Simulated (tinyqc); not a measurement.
Inside a calculation. Method: extended Hueckel theory, for BeH2. One step of it, computed by the program tinyqc.

Task: Orbitals. Solve H C = S C e through S^(-1/2); fill by pairs from the bottom, a degenerate level sharing its electrons equally; each orbital has its largest coefficient positive (the first on a tie).

H (eV), lower triangle:
```
             1Be 2s    1Be 2px     1Be 2py    1Be 2pz       2H 1s       3H 1s
1Be 2s   -10.000000
1Be 2px    0.000000  -6.000000
1Be 2py    0.000000   0.000000   -6.000000
1Be 2pz    0.000000   0.000000    0.000000  -6.000000
2H 1s    -10.226886   0.000000  -10.363189  -0.692568  -13.600000
3H 1s    -10.226886   0.000000   10.363189  -0.692568   -1.097614  -13.600000
```

overlap S, lower triangle:
```
           1Be 2s   1Be 2px    1Be 2py   1Be 2pz     2H 1s     3H 1s
1Be 2s   1.000000
1Be 2px  0.000000  1.000000
1Be 2py  0.000000  0.000000   1.000000
1Be 2pz  0.000000  0.000000   0.000000  1.000000
2H 1s    0.488862  0.000000   0.561468  0.037523  1.000000
3H 1s    0.488862  0.000000  -0.561468  0.037523  0.046118  1.000000
```

valence electrons = 4

Give: orbital energies; occupations; coefficients; sum of one-electron energies.

Result:

orbital energies (eV): -15.9490  -14.4012  -6.0238  -6.0000  7.0481  30.0131

occupations: 2.0000  2.0000  0.0000  0.0000  0.0000  0.0000

coefficients:
```
            MO1      MO2      MO3     MO4      MO5      MO6
1Be 2s   0.3912   0.0000  -0.0931  0.0000   1.2976   0.0000
1Be 2px  0.0000   0.0000   0.0000  1.0000   0.0000   0.0000
1Be 2py  0.0000   0.2932   0.0000  0.0000   0.0000   1.6922
1Be 2pz  0.0091   0.0000   0.9954  0.0000   0.1187   0.0000
2H 1s    0.4789   0.5408   0.0254  0.0000  -0.8090  -1.1197
3H 1s    0.4789  -0.5408   0.0254  0.0000  -0.8090   1.1197
```

sum of one-electron energies = -60.7005 eV
